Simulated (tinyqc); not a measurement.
What each parameter does: Bethe-Salpeter matrix of a two-band square lattice (Tamm-Dancoff form).

One valence and one conduction band, lattice period 1, mesh k = 2 pi j/N along each axis (first index slowest). Pair energies D(k) = Eg + 2 t sum(1 - cos k), t = tc + tv. Screened attraction W(R) = U at R = 0 and V/|R| otherwise, R over the N x N cells with the nearest image; W(q) = sum_R W(R) cos(q R). H(k, k') = D(k) delta - W(k - k')/Nk + 2 J/Nk for singlets (J = 0 for triplets), Nk the number of k points. With a constant transition dipole the strength of a state is f = (sum_k A_k)^2/Nk, and the f sum to 1.

Values chosen for the exercise: Eg = 3.9 eV (quasiparticle gap); tc = 0.19 eV (conduction hopping); tv = 0.06 eV (valence hopping); U = 1.55 eV (attraction in the same cell); V = 0 eV (attraction at one cell distance); J = 0.36 eV (exchange in the same cell).

N = 24: lowest singlet, its binding and f, and the singlet-triplet splitting.

One parameter was then changed.

Results before and after:
```
case     singlet (eV)  binding (eV)      f  splitting (eV)
base           3.7520        0.1480  0.601          0.5670
changed        3.9520        0.1480  0.601          0.5670
```

Which of these changes was made? (a) V = 0.1 eV; (b) tc = 0.25 eV; (c) tv = 0.04 eV; (d) Eg = 4.1 eV; (e) J = 0.54 eV; (f) U = 1.24 eV.

Answer: (d) Eg = 4.1 eV. Of the candidates, run in turn, only this one gives the changed row.

All candidates:
```
case          singlet (eV)  binding (eV)      f  splitting (eV)
base                3.7520        0.1480  0.601          0.5670
Eg = 4.1 eV         3.9520        0.1480  0.601          0.5670
tc = 0.25 eV        3.8194        0.0806  0.420          0.4857
tv = 0.04 eV        3.7219        0.1781  0.661          0.5911
U = 1.24 eV         3.8817        0.0183  0.201          0.4301
V = 0.1 eV          3.7168        0.1832  0.543          0.5430
J = 0.54 eV         3.8899        0.0101  0.127          0.7049
```

At zero total momentum only the sum tc + tv enters.

Program tinyqc; command `OMP_NUM_THREADS=1 python tinyqc.py 1252107 1252108 out.jsonl`; about 0.8 s on one thread of a shared Intel(R) Xeon(R) Processor @ 2.30GHz.
